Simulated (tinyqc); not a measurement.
Reverse leakage of an n+-p junction: diffusion, generation, trap-assisted and band-to-band tunnelling: two steps of the calculation.

One-sided abrupt junction in the depletion approximation, x from the junction (0) to W on the p side, field F = F0 (1 - x/W). Flat quasi-Fermi levels, long p side. Traps generate through SRH with both lifetimes shortened by 1 + Gamma (Hurkx enhancement, form for moderate fields); band-to-band generation is local and needs a total bending above Eg.

Inputs (values chosen for the exercise); band and dielectric values close to those of germanium:

| symbol | value | unit | meaning |
|---|---|---|---|
| T | 358 | K | temperature |
| Eg | 0.664 | eV | band gap |
| eps_r | 16.2 |  | relative permittivity |
| Nc | 1.36e19 | cm^-3 | conduction-band density of states at T |
| Nv | 7.93e18 | cm^-3 | valence-band density of states at T |
| Na | 1.5e17 | cm^-3 | acceptor density of the lighter side |
| Nd | 5e19 | cm^-3 | donor density of the heavier side |
| tau | 1e-9 | s | SRH lifetime of both carriers at zero field |
| mt | 0.15 | m0 | tunnelling mass |
| Dn | 6.6 | cm^2/s | electron diffusion coefficient on the lighter side |
| VR | 2 | V | reverse bias |

Constants: q = 1.602176634e-19 C, kB = 1.380649e-23 J/K, hbar = 1.054571817e-34 J s, m0 = 9.1093837015e-31 kg, Vt = kB T/q, eps0 = 8.8541878128e-14 F/cm where lengths are in cm. Results are converted to the units shown.

Question 1. Field, scales and diffusion current. ni = sqrt(Nc Nv) exp(-Eg/(2 Vt)), Eg in volts; Vbi = Vt ln(Na Nd/ni^2); W = sqrt(2 eps0 eps_r (Vbi + VR)/(q Na)); F0 = 2 (Vbi + VR)/W; FG = sqrt(24 mt m0 (kB T)^3)/(q hbar); J_diff = q ni^2 sqrt(Dn/tau)(1 - exp(-VR/Vt))/Na.

Find: ni; Vbi; W; F0; FG; J_diff.

Answer 1.

ni = 2.2011e14 cm^-3
Vbi = 0.58176 V
W = 175.55 nm
F0 = 294.13 kV/cm
FG = 372.44 kV/cm
J_diff = 0.0042042 A/cm^2

Question 2. Current components. u = (Vbi + VR)(1 - x/W)^2, p = Na exp(-u/Vt), n = Nd exp((u - Vbi - VR)/Vt); G0 = ni^2 (1 - exp(-VR/Vt))/(tau (n + p + 2 ni cosh(Et/Vt))); Gamma = 2 sqrt(3 pi)(F/FG) exp((F/FG)^2); trap-assisted part G0 Gamma; G_bb = Ab F^2.5 exp(-Bb/F) with F in V/cm, zero unless Vbi + VR > Eg, and counted as zero under 1 cm^-3 s^-1. 16 equal steps.

Each current is q times the trapezoid sum of its rate; J adds J_diff; J_bb under 1e-8 of the sum is given as 0.

```
point     x (nm)  G0 (cm^-3 s^-1)  G0 Gamma (cm^-3 s^-1)  G_bb (cm^-3 s^-1)
0        0.00000     9.6898425e17           8.7665568e18       3.2406563e20
1       10.97195     1.9975023e22           1.5709812e23       8.3902600e19
2       21.94391     1.1001851e23           7.5249307e23       1.8124043e19
3       32.91586     1.1005639e23           6.5448494e23       3.1355784e18
4       43.88781     1.1005639e23           5.6844185e23       4.1148821e17
5       54.85976     1.1005639e23           4.9267677e23       3.8043069e16
6       65.83172     1.1005639e23           4.2554953e23       2.2349165e15
7       76.80367     1.1005639e23           3.6567012e23       7.1907178e13
8       87.77562     1.1005636e23           3.1185290e23       1.0145461e12
9       98.74758     1.1005225e23           2.6306962e23        4.4309399e9
10     109.71953     1.0976674e23           2.1789184e23                 ~0
11     120.69148     1.0039954e23           1.6168957e23                 ~0
12     131.66344     3.8981583e22           4.9133442e22                  0
13     142.63539     5.8001401e21           5.3902764e21                  0
14     153.60734     1.1814138e21           7.2309111e20                  0
15     164.57929     4.4607505e20           1.3551730e20                  0
16     175.55125     3.2205242e20                      0                  0
```

J_diff = 0.0042041833 A/cm^2

Wanted: J_SRH; J_TAT; J_bb; J.

Answer 2.

J_SRH = 0.2034 A/cm^2
J_TAT = 0.7781 A/cm^2
J_bb = 4.705e-5 A/cm^2
J = 0.9858 A/cm^2

Range of the model: The n+ side is degenerate, so Vbi from Boltzmann statistics is only a guide.

tinyqc, about 0.01 s, one thread, Intel Xeon 2.30GHz (shared host): `OMP_NUM_THREADS=1 python tinyqc.py 2290142 2290143 out.jsonl`

~0 in a residual or rate marks an entry under 1e-11 of the largest of its column.
